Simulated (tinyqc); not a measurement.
# MOS inversion layer, Poisson-Schroedinger loop, step by step

Program tinyqc, `OMP_NUM_THREADS=1 python tinyqc.py 2160007 2160008 out.jsonl`; Intel Xeon 2.30GHz, shared host, one thread, about 0.6 s. Printed values are rounded.

Electrons confined at an insulator interface at z = 0, treated as a hard wall; parabolic valleys, Hartree approximation, no image or exchange terms. The depletion charge lies far deeper than the electrons and gives a uniform field q Nd/(eps0 eps_r); the gate balances all charge. Energies are counted from the band edge at the interface.

Inputs (values chosen for the exercise); masses and permittivity close to those of germanium (111): temperature T = 300 K; relative permittivity eps_r = 15.9; mass along z of valley set A (1 valley(s)) mz1 = 1.56 m0; in-plane density-of-states mass of set A md1 = 0.083 m0; mass along z of valley set B (3 valley(s)) mz2 = 0.0915 m0; in-plane density-of-states mass of set B md2 = 0.342 m0; sheet density of electrons Ns = 3.3e11 cm^-2; sheet density of depletion charge Nd = 2.7e12 cm^-2; extra shift of set B (strain) dE = 0 eV; mesh step hz = 0.98 nm; mixing factor a = 0.5.

Constants: q = 1.602176634e-19 C, kB = 1.380649e-23 J/K, hbar = 1.054571817e-34 J s, m0 = 9.1093837015e-31 kg, Vt = kB T/q, eps0 = 8.8541878128e-14 F/cm where lengths are in cm, hbar^2/(2 m0) = 0.0380998212 eV nm^2. Results are converted to the units shown.

## Fixed part of the potential

| node | z (nm) |
|---|---|
| 1 | 0.98 |
| 2 | 1.96 |
| 3 | 2.94 |
| 4 | 3.92 |
| 5 | 4.9 |
| 6 | 5.88 |
| 7 | 6.86 |
| 8 | 7.84 |
| 9 | 8.82 |
| 10 | 9.8 |
| 11 | 10.78 |
| 12 | 11.76 |
| 13 | 12.74 |
| 14 | 13.72 |
| 15 | 14.7 |
| 16 | 15.68 |
| 17 | 16.66 |

V0 = q Nd z/(eps0 eps_r) in eV.

| node | fixed potential V0 (eV) |
|---|---|
| 1 | 0.030113 |
| 2 | 0.060226 |
| 3 | 0.090339 |
| 4 | 0.120452 |
| 5 | 0.150565 |
| 6 | 0.180678 |
| 7 | 0.210791 |
| 8 | 0.240904 |
| 9 | 0.271017 |
| 10 | 0.301130 |
| 11 | 0.331243 |
| 12 | 0.361356 |
| 13 | 0.391469 |
| 14 | 0.421582 |
| 15 | 0.451695 |
| 16 | 0.481808 |
| 17 | 0.511921 |

## Round 1: levels and probability densities

| node | self-consistent potential U at the start (eV) |
|---|---|
| 1 | 0 |
| 2 | 0 |
| 3 | 0 |
| 4 | 0 |
| 5 | 0 |
| 6 | 0 |
| 7 | 0 |
| 8 | 0 |
| 9 | 0 |
| 10 | 0 |
| 11 | 0 |
| 12 | 0 |
| 13 | 0 |
| 14 | 0 |
| 15 | 0 |
| 16 | 0 |
| 17 | 0 |

Tridiagonal Hamiltonian with psi = 0 one step beyond both ends: H_ii = C (1/m_(i-1/2) + 1/m_(i+1/2))/hz^2 + V0_i + U_i (+ dE for the set B), H_(i,i+1) = -C/(m_(i+1/2) hz^2), C = hbar^2/(2 m0). The lowest 2 level(s) of each valley set are kept, normalised to hz sum |psi|^2 = 1. The mass is the same on all intervals.

levels (eV): A1 0.063959, A2 0.107187, B1 0.170154, B2 0.295941

| node | \|psi\|^2 of A1 (1/nm) | \|psi\|^2 of A2 (1/nm) | \|psi\|^2 of B1 (1/nm) | \|psi\|^2 of B2 (1/nm) |
|---|---|---|---|---|
| 1 | 0.676295 | 0.276155 | 0.066175 | 0.062628 |
| 2 | 0.302720 | 0.293443 | 0.186106 | 0.120459 |
| 3 | 0.038910 | 0.370347 | 0.246190 | 0.065125 |
| 4 | 0.002395 | 0.074112 | 0.220532 | 0.001789 |
| 5 | 0.000087 | 0.006071 | 0.151483 | 0.035238 |
| 6 | 0.000002 | 0.000272 | 0.084811 | 0.125877 |
| 7 | 0.000000 | 0.000008 | 0.040123 | 0.182793 |
| 8 | 0.000000 | 0.000000 | 0.016426 | 0.173327 |
| 9 | 0.000000 | 0.000000 | 0.005920 | 0.124087 |
| 10 | 0.000000 | 0.000000 | 0.001902 | 0.071794 |
| 11 | 0.000000 | 0.000000 | 0.000550 | 0.034907 |
| 12 | 0.000000 | 0.000000 | 0.000145 | 0.014626 |
| 13 | 0.000000 | 0.000000 | 0.000035 | 0.005371 |
| 14 | 0.000000 | 0.000000 | 0.000008 | 0.001746 |
| 15 | 0.000000 | 0.000000 | 0.000002 | 0.000501 |
| 16 | 0.000000 | 0.000000 | 0.000000 | 0.000122 |
| 17 | 0.000000 | 0.000000 | 0.000000 | 0.000020 |

## Round 1: Fermi level and occupations

Level k holds N_k = D_k Vt ln(1 + exp((EF - E_k)/Vt)) with D = md1 m0 q/(pi hbar^2) for the set A, D = 3 md2 m0 q/(pi hbar^2) for the set B per eV (spin included); EF is fixed by sum N_k = Ns.

EF = 0.0320514 eV
N_k (cm^-2): A1 2.28975e11, A2 4.77130e10, B1 5.29036e10, B2 4.08671e8

## Round 1: density, output potential and mixing

n_i = sum_k N_k |psi_k|^2 (converted to cm^-3). Hartree part by Gauss: on the interval before node i the electrons still beyond are S_i = Ns - hz sum_(j<i) n_j, and U_i = U_(i-1) + q S_i hz/(eps0 eps_r) in eV, U_0 = 0 at the interface. Mixing: U(new) = U + a (U(out) - U).

| node | n (1e18 cm^-3) | U(out) (1e-3 eV) | U after round 1 (1e-3 eV) |
|---|---|---|---|
| 1 | 1.71557 | 3.68048 | 1.84024 |
| 2 | 0.93211 | 5.48586 | 2.74293 |
| 3 | 0.39631 | 6.27244 | 3.13622 |
| 4 | 0.15752 | 6.62587 | 3.31293 |
| 5 | 0.08338 | 6.80713 | 3.40356 |
| 6 | 0.04552 | 6.89725 | 3.44863 |
| 7 | 0.02198 | 6.93762 | 3.46881 |
| 8 | 0.00940 | 6.95398 | 3.47699 |
| 9 | 0.00364 | 6.96006 | 3.48003 |
| 10 | 0.00130 | 6.96216 | 3.48108 |
| 11 | 0.00043 | 6.96285 | 3.48142 |
| 12 | 0.00014 | 6.96306 | 3.48153 |
| 13 | 0.00004 | 6.96312 | 3.48156 |
| 14 | 0.00001 | 6.96313 | 3.48157 |
| 15 | 0.00000 | 6.96314 | 3.48157 |
| 16 | 0.00000 | 6.96314 | 3.48157 |
| 17 | 0.00000 | 6.96314 | 3.48157 |

## Course of the self-consistent loop

Start from U = 0. Stop when the largest |U(out) - U| is below 1e-7 eV, or after 60 rounds. From round 2 on: Anderson mixing of depth m keeps the last m inputs V and residuals F = V(out) - V(in), fits c by least squares to F = dF c over their successive differences dF, dV, and sets V(new) = V + a F - (dV + a dF) c. Here m = 4.

Course of the iteration:

| round | level A1 (eV) | EF (eV) | largest \|U(out) - U\| (eV) |
|---|---|---|---|
| 1 | 0.0639593 | 0.0320514 | 6.96e-3 |
| 2 | 0.0661158 | 0.0344546 | 3.40e-3 |
| 3 | 0.0682077 | 0.0367754 | 3.83e-5 |
| 4 | 0.0682417 | 0.0368044 | 9.47e-7 |
| 5 | 0.0682417 | 0.0368042 | 1.71e-7 |
| 6 | 0.0682417 | 0.0368043 | 1.21e-10 |

Converged in 6 rounds.

## Converged levels, occupations and centroid

| node | converged U (1e-3 eV) |
|---|---|
| 1 | 3.68048 |
| 2 | 5.42366 |
| 3 | 6.16618 |
| 4 | 6.49786 |
| 5 | 6.66799 |
| 6 | 6.75240 |
| 7 | 6.79011 |
| 8 | 6.80535 |
| 9 | 6.81100 |
| 10 | 6.81295 |
| 11 | 6.81358 |
| 12 | 6.81378 |
| 13 | 6.81383 |
| 14 | 6.81385 |
| 15 | 6.81385 |
| 16 | 6.81385 |
| 17 | 6.81385 |

Solve for the levels with V0 + U, find EF, n_i = sum_k N_k |psi_k|^2 (in cm^-3); share of each level N_k/Ns; centroid sum n z/sum n.

levels (eV): A1 0.068242, A2 0.112499, B1 0.176256, B2 0.302338
EF = 0.0368043 eV
shares (%): A1 70.5086, A2 14.1571, B1 15.2182, B2 0.1162

| node | n (1e18 cm^-3) |
|---|---|
| 1 | 1.77247 |
| 2 | 0.91553 |
| 3 | 0.37588 |
| 4 | 0.14780 |
| 5 | 0.07843 |
| 6 | 0.04273 |
| 7 | 0.02056 |
| 8 | 0.00877 |
| 9 | 0.00339 |
| 10 | 0.00121 |
| 11 | 0.00040 |
| 12 | 0.00013 |
| 13 | 0.00004 |
| 14 | 0.00001 |
| 15 | 0.00000 |
| 16 | 0.00000 |
| 17 | 0.00000 |

centroid = 1.81432 nm

An 800-node mesh to 28 nm with 8 levels a set gives A1 = 0.07084 eV, EF = 0.03928 eV and a centroid of 1.968 nm; the levels kept above hold 97.0 % of the electrons there. The coarse centroid is 7.8 % below the fine one.

## Closed-form estimates

Triangular well: E_k = a_k (C F^2/mz)^(1/3), a_1 = 2.338107, a_2 = 4.087949, C = hbar^2/(2 m0), F in eV/nm. Fang-Howard (all electrons in the lowest level of set A): b^3 = 6 (mz1/C) q (Nd + 11 Ns/32)/(eps0 eps_r), centroid 3/b, level C b^2/(4 mz1) + (3/b) q (Nd + 11 Ns/16)/(eps0 eps_r). Use F = q (Nd + Ns)/(eps0 eps_r), the surface field, and F = q (Nd + Ns/2)/(eps0 eps_r).

A1 with the surface field = 0.0718680 eV
A1 with Nd + Ns/2 = 0.0692346 eV
A2 with Nd + Ns/2 = 0.121050 eV
b = 1.98877 1/nm
Fang-Howard centroid = 1.50847 nm
Fang-Howard level = 0.0743959 eV

Against the self-consistent A1 = 0.07084 eV on a fine mesh, the surface-field estimate is 1.5 % above it, the half-charge one 2.3 % below it and Fang-Howard 5.0 % above it. A1 holds 70.2 % of the electrons, and the Fang-Howard centroid is 23 % below the full one.
